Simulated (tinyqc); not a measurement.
Emission in a field: deep level as a short-range spherical well.

Constants: e^2/(4 pi eps0) = 14.39964547 eV angstrom; kB = 8.617333262e-05 eV/K.

Values chosen for the exercise (near those of Ge; the results hold for these values, not for the real material):

| symbol | value | unit | meaning |
|---|---|---|---|
| eps | 16 |  | static dielectric constant |
| R | 2.2 | angstrom | radius of the well |
| T | 250 | K | temperature |
| Fs | (2, 10, 30, 70, 150, 300) | kV/cm | fields |

Et = 0.48083 eV

Barrier lowering for a charged centre (Poole-Frenkel) is 2 sqrt(q e F/eps), q = e^2/(4 pi eps0), and for the neutral well e F R; the one-dimensional enhancement is exp(lowering/kB T). 1 kV/cm = 1e-5 V/angstrom; tunnelling is left out.

Results:

| F (kV/cm) | lowering, charged (meV) | enhancement | saddle at (angstrom) | lowering, neutral (meV) | enhancement |
|---|---|---|---|---|---|
| 2 | 8.5 | 1.48 | 212 | 0.04 | 1.002 |
| 10 | 19.0 | 2.41 | 95 | 0.22 | 1.010 |
| 30 | 32.9 | 4.60 | 55 | 0.66 | 1.031 |
| 70 | 50.2 | 10.3 | 36 | 1.54 | 1.074 |
| 150 | 73.5 | 30.3 | 24 | 3.30 | 1.166 |
| 300 | 103.9 | 124 | 17 | 6.60 | 1.358 |

How do the results move, and what explains it?

At 300 kV/cm the charged centre emits 124 times faster and the neutral one 1.36 times: the logarithm of the enhancement is linear in sqrt(F) for the first and in F for the second, which tells the charge state. The largest lowering is 22 % of Et.

Computed by tinyqc, a small Python program: `OMP_NUM_THREADS=1 python tinyqc.py 1252106 1252107 out.jsonl` (the numbers bound the seed that draws the inputs); one thread of a shared host (Intel(R) Xeon(R) Processor @ 2.30GHz), about 0.01 s for the whole set of steps.
